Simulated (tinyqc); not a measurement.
# Inputs raised by 5 %, one at a time

Model: configuration-coordinate model of a defect: Huang-Rhys factor and luminescence line shape. Computed by tinyqc, a small Python program. Command: `OMP_NUM_THREADS=1 python tinyqc.py 3030069 3030070 out.jsonl ccline sens`. One thread of a shared host (Intel(R) Xeon(R) Processor @ 2.30GHz), about 0.06 s of CPU time with the checks.

Ground state E_g(Q) = (1/2) omega_g^2 Q^2; excited state E_e(Q) = E_0 + (1/2) omega_e^2 (Q - dQ)^2 with omega_e = omega_g and E_0 = E_ZPL. Q is mass-weighted; the dipole does not depend on Q (Condon approximation).

Inputs (values chosen for the exercise, for a model defect in a wide-gap host):

| quantity | value | unit |
|---|---|---|
| zero-phonon energy E_ZPL | 3.99 | eV |
| displacement dQ | 0.31 | u^(1/2) angstrom |
| ground-state phonon hbar omega_g | 153 | meV |
| temperature T | 500 | K |
| refractive index n_r | 2.35 | - |
| transition dipole mu | 1.5 | e angstrom |
| quenching prefactor nu_0 | 6e+12 | 1/s |

Modes: equal frequencies in both states.

Constants: hbar^2/u = 4.18015928e-03 eV angstrom^2; k_B = 8.617333262e-05 eV/K; hbar = 6.582119569e-16 eV s; e = 1.602176634e-19 C; eps_0 = 8.8541878128e-12 F/m; hbar = 1.054571817e-34 J s; c = 299792458 m/s.

Method:
- S = hbar omega dQ^2/(2 hbar^2/u) for each state; relaxation energy S hbar omega; absorption at E_0 + S_e hbar omega_e, emission at E_0 - S_g hbar omega_g; the Stokes shift is their difference.
- Overlaps <m_e|n_g> of harmonic-oscillator functions (Hermite recursion, positive leading coefficients) by a sum over an even grid (700 points from x = -9 to 9 + d for the small table, 1500 points from -16 to 16 + d for the thermal sums), with x = Q sqrt(omega_g/hbar), d = sqrt(2 S_g) and frequency ratio omega_e/omega_g.
- Initial levels m = 0..24 carry Boltzmann weights exp(-m hbar omega_e/k_B T), normalised; final levels n = 0..79; a line lies at E_ZPL + m hbar omega_e - n hbar omega_g with weight w_m <m|n>^2. Moments are taken over these weights without the E^3 factor; FWHM = 2 sqrt(2 ln 2) x standard deviation; the zero-phonon weight is the sum of w_m <m|m>^2.
- The curves cross at the root Q_c nearest dQ; the barrier is (1/2) omega_e^2 (Q_c - dQ)^2, with (1/2) omega^2 = (hbar omega)^2/(2 hbar^2/u). k_r = n_r omega^3 mu^2/(3 pi eps_0 hbar c^3) at the vertical emission energy, without local-field correction; k_nr = nu_0 exp(-barrier/k_B T) (Mott-Seitz); yield = k_r/(k_r + k_nr); T_1/2 = barrier/(k_B ln(nu_0/k_r)).

Runs:

| input moved | from | to | S_g | Stokes shift (eV) | zero-phonon weight | quenching temperature T_1/2 (K) |
|---|---|---|---|---|---|---|
| base run | - | - | 1.7587 | 0.53816 | 0.17022 | 17225 |
| displacement dQ (u^(1/2) angstrom) | 0.31 | 0.3255 | 1.9390 | 0.59332 | 0.14337 | 15354 |
| ground-state phonon hbar omega_g (meV) | 153 | 160.65 | 1.8466 | 0.59332 | 0.15672 | 15354 |
| zero-phonon energy E_ZPL (eV) | 3.99 | 4.1895 | 1.7587 | 0.53816 | 0.17022 | 19474 |
| temperature T (K) | 500 | 525 | 1.7587 | 0.53816 | 0.16985 | 17225 |
| transition dipole mu (e angstrom) | 1.5 | 1.575 | 1.7587 | 0.53816 | 0.17022 | 17421 |
| refractive index n_r | 2.35 | 2.4675 | 1.7587 | 0.53816 | 0.17022 | 17323 |

Exponents ln(y'/y) / ln(x'/x):

| input | S_g | Stokes shift | zero-phonon weight | quenching temperature T_1/2 |
|---|---|---|---|---|
| displacement dQ | 2 | 2 | -3.518 | -2.358 |
| ground-state phonon hbar omega_g | 1 | 2 | -1.694 | -2.358 |
| zero-phonon energy E_ZPL | 0 | 0 | 0.000 | 2.515 |
| temperature T | 0 | 0 | -0.044 | 0.000 |
| transition dipole mu | 0 | 0 | 0.000 | 0.232 |
| refractive index n_r | 0 | 0 | 0.000 | 0.116 |

Among the inputs moved here: S_g answers most in size to displacement dQ (exponent +2.000), next to ground-state phonon hbar omega_g (+1.000); its exponent is below 0.0005 for zero-phonon energy E_ZPL, temperature T, transition dipole mu, refractive index n_r. Its exponent +2.000 in displacement dQ: S goes as dQ^2. Its exponent +1.000 in ground-state phonon hbar omega_g: S goes as omega at fixed dQ. Stokes shift answers most in size to displacement dQ (exponent +2.000), and about equally to ground-state phonon hbar omega_g (+2.000); its exponent is below 0.0005 for zero-phonon energy E_ZPL, temperature T, transition dipole mu, refractive index n_r. Its exponent +2.000 in displacement dQ: relaxation energies go as omega^2 dQ^2. Zero-phonon weight answers most in size to displacement dQ (exponent -3.518), next to ground-state phonon hbar omega_g (-1.694); its exponent is below 0.0005 for zero-phonon energy E_ZPL, transition dipole mu, refractive index n_r. Quenching temperature T_1/2 answers most in size to zero-phonon energy E_ZPL (exponent +2.515), next to displacement dQ (-2.358); its exponent is below 0.0005 for temperature T.

Caution (all rows): for small S the spectrum is a set of resolved lines, and a Gaussian width has little meaning. Caution (all rows): the curves cross far outside the range of the harmonic model, so the barrier and T_1/2 have no quantitative meaning.

Extremes, crossings and ranges named in words are read from the listed rows.
